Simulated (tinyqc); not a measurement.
bcc against fcc: Finnis-Sinclair potential for a bcc metal: fit to cohesion and elasticity, then vacancy, surfaces and structure. Computed by tinyqc, a small Python program. Command: `OMP_NUM_THREADS=1 python tinyqc.py 3111497 3111498 out.jsonl fsfit walk`. One thread of a shared host (Intel(R) Xeon(R) Processor @ 2.30GHz), about 0.01 s of CPU time with the checks.

E = (1/2) sum V(r) - A sqrt(rho), rho = sum phi(r), phi = (r - d)^2 for r < d, V = (r - c)^2 (c0 + c1 r + c2 r^2) for r < c. In bcc the 8 first neighbours lie at sqrt(3) a/2 and the 6 second at a; both cut-offs lie below the third shell; Omega = a^3/2; E is per atom and z the number of atoms in a shell. The four constants A, c0, c1, c2 are fitted to E_c, zero pressure, B and C12 - C44 alone, so C44 and C11 - C12 are not matched singly; defects are unrelaxed.

Inputs (values chosen for the exercise, modelled on vanadium):

| quantity | value | unit |
|---|---|---|
| lattice constant a | 3.04 | angstrom |
| cohesive energy E_c | 5.31 | eV |
| target C11 | 223 | GPa |
| target C12 | 116 | GPa |
| target C44 | 43.5 | GPa |
| density cut-off d/a | 1.214 | - |
| pair cut-off c/a | 1.237 | - |

Constants: 1 eV/angstrom^3 = 160.2176634 GPa.

Method:
- rho = sum z phi, rho1 = sum z r phi', rho2 = sum z r^2 phi''. At zero pressure the effective pair part V + 2 F' phi obeys C12 = C44, so C12 - C44 = F'' (rho1/3)^2/Omega with F'' = A/(4 rho^(3/2)); this gives A.
- With v_k = (r - c)^2 r^k the rows are (1/2) sum z v_k, (1/2) sum z r v_k' and (1/2) sum z r^2 v_k''. With rho1 = sum z r phi' and rho2 = sum z r^2 phi'' the right-hand sides are: -E_c + A sqrt(rho) (cohesion); A rho1/(2 sqrt(rho)) (zero pressure); 9 B Omega + A [rho2/(2 sqrt(rho)) - rho1^2/(4 rho^(3/2))] with B = (C11 + 2 C12)/3.
- Solve the three equations.
- E of each lattice against the volume per atom, as a multiple of Omega; all neighbours inside the cut-offs are summed.

c0, c1, c2 (eV/angstrom^2, eV/angstrom^3, eV/angstrom^4): -2.13971  2.49370  -0.60052

A = 1.91138 eV/angstrom

Energies (eV/atom):

| V/Omega | bcc | fcc | fcc less bcc (meV) |
|---|---|---|---|
| 0.80 | -5.0166 | -4.8116 | 204.97 |
| 0.84 | -5.1253 | -4.8756 | 249.77 |
| 0.88 | -5.2080 | -4.9386 | 269.42 |
| 0.92 | -5.2656 | -5.0034 | 262.16 |
| 0.96 | -5.2991 | -5.0663 | 232.79 |
| 1.00 | -5.3100 | -5.1142 | 195.77 |
| 1.05 | -5.2939 | -5.1476 | 146.23 |
| 1.10 | -5.2474 | -5.1529 | 94.48 |
| 1.20 | -5.0753 | -5.0853 | -10.02 |

What follows from these numbers?

The lowest fcc row, at V/Omega = 1.1, lies +157 meV from the bcc minimum: the fit keeps bcc stable, though nothing in it asked for that.

Extremes, crossings and ranges named in words are read from the listed rows.
